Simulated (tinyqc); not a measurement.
Plane-wave Kohn-Sham cycle with exchange-only LDA in a layered model solid, step by step. Computed by tinyqc, a small Python program that keeps every step. Settings: points = 16, plane-wave index or count = 2, electrons = 2, k points = 3, area = 15.0, mixing = 0.5, iteration cap = 50, Kerker q0 = 0.88. Command: `OMP_NUM_THREADS=1 python tinyqc.py 23186 23187 out.jsonl` (the two numbers bound the seeds that draw the settings). One thread of a shared host (Intel(R) Xeon(R) Processor @ 2.60GHz), about 0.02 s of CPU time with the checks.

A solid whose potential varies along x alone (atomic units):
```
parameter,value
period a,5.400000
cross-section of the cell,15.000000
electrons per cell,2
grid points,16
"plane waves -n..n, n",2
k points,3
V1 in V1 cos(2 pi x/a),-0.410000
```

Stop when sqrt(dV sum R^2) is below 1e-8, dV = a A/N.

Course of the cycle:
```
iteration,E (hartree),norm of the residual
1,-0.60430805,1.72e-01
2,-0.56414699,1.08e-01
3,-0.54832943,6.68e-02
4,-0.54253691,4.13e-02
5,-0.54049004,2.56e-02
6,-0.53977950,1.60e-02
7,-0.53953449,1.00e-02
8,-0.53944995,6.29e-03
9,-0.53942063,3.97e-03
10,-0.53941038,2.51e-03
11,-0.53940676,1.59e-03
...,...,...
28,-0.53940476,7.13e-07
29,-0.53940476,4.53e-07
30,-0.53940476,2.88e-07
31,-0.53940476,1.83e-07
32,-0.53940476,1.16e-07
33,-0.53940476,7.37e-08
34,-0.53940476,4.68e-08
35,-0.53940476,2.97e-08
36,-0.53940476,1.89e-08
37,-0.53940476,1.20e-08
38,-0.53940476,7.62e-09
```

Can the last value be used, and what does the course show?

Yes. Converged in 38 iterations. Before convergence this energy mixes input and output and is not variational, so it may rise towards its limit.
